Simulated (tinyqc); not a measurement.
# Fermi-level pinning at a metal contact (Cowley-Sze model): effects of single changes

Interface states of density Ds lie behind a thin layer of thickness dl. Neglecting the depletion charge, the barrier for electrons is phi = S (pM - chi) + (1 - S) E0 with S = 1/(1 + q Ds dl/(eps0 ei)); the barrier for holes is Eg - phi.

Parameters, values chosen for the exercise; material values close to those of gallium nitride:
```
symbol  value         unit                                                    meaning
Eg       3.47           eV                                                   band gap
chi      4.05           eV                                          electron affinity
Ds       2e14  cm^-2 eV^-1                                density of interface states
E0       2.23           eV  depth of their neutrality level below the conduction edge
dl        0.6           nm                           thickness of the interface layer
ei        3.5                                               its relative permittivity
pM       5.11           eV                                        metal work function
```

Constants: q = 1.602176634e-19 C, eps0 = 8.8541878128e-14 F/cm where lengths are in cm. Results are converted to the units shown.

Each table varies one quantity; the others keep the values above.

## Barrier against work function

phi is listed beside the Schottky-Mott value pM - chi.

Results:

| pM (eV) | pM - chi (eV) | phi (eV) |
|---|---|---|
| 3.4 | -0.6500 | 1.830 |
| 3.7 | -0.3500 | 1.872 |
| 4 | -0.05000 | 1.914 |
| 4.3 | 0.2500 | 1.955 |
| 4.9 | 0.8500 | 2.038 |
| 5.2 | 1.150 | 2.080 |
| 5.5 | 1.450 | 2.122 |
| 5.8 | 1.750 | 2.163 |

Estimate the missing row, pM = 4.6 eV.

Computed row:

| pM (eV) | pM - chi (eV) | phi (eV) |
|---|---|---|
| 4.6 | 0.5500 | 1.997 |

With this row back in the table: phi rises with slope S = 0.139, by 0.333 eV over 2.40 eV of work function, and equals the Schottky-Mott value at pM = chi + E0 = 6.28 eV.

## Unpinning by a thin insulator

Same model as above.

An inserted insulator of thickness t and permittivity 6.7 damps the metal-induced states, Ds(t) = Ds exp(-t/0.6 nm), and adds t/6.7 to dl/ei.

Results:

| t (nm) | Ds(t) (cm^-2 eV^-1) | S | phi (eV) |
|---|---|---|---|
| 0 | 2.000e14 | 0.1388 | 2.068 |
| 0.3 | 1.213e14 | 0.1740 | 2.026 |
| 0.6 | 7.358e13 | 0.2235 | 1.969 |
| 0.9 | 4.463e13 | 0.2883 | 1.893 |
| 1.2 | 2.707e13 | 0.3681 | 1.799 |
| 1.8 | 9.957e12 | 0.5577 | 1.577 |
| 2.1 | 6.039e12 | 0.6536 | 1.465 |
| 2.4 | 3.663e12 | 0.7402 | 1.364 |

Estimate the missing row, t = 1.5 nm.

Computed row:

| t (nm) | Ds(t) (cm^-2 eV^-1) | S | phi (eV) |
|---|---|---|---|
| 1.5 | 1.642e13 | 0.4599 | 1.692 |

With this row back in the table: S rises from 0.139 to 0.740, and phi falls from 2.07 to 1.36 eV, towards pM - chi = 1.06 eV. The insulator also adds a tunnelling resistance, which is not counted here and sets a best thickness.

Numbers from tinyqc (`OMP_NUM_THREADS=1 python tinyqc.py 2430090 2430091 out.jsonl`; about 0.01 s on one thread of a shared Intel Xeon 2.30GHz).
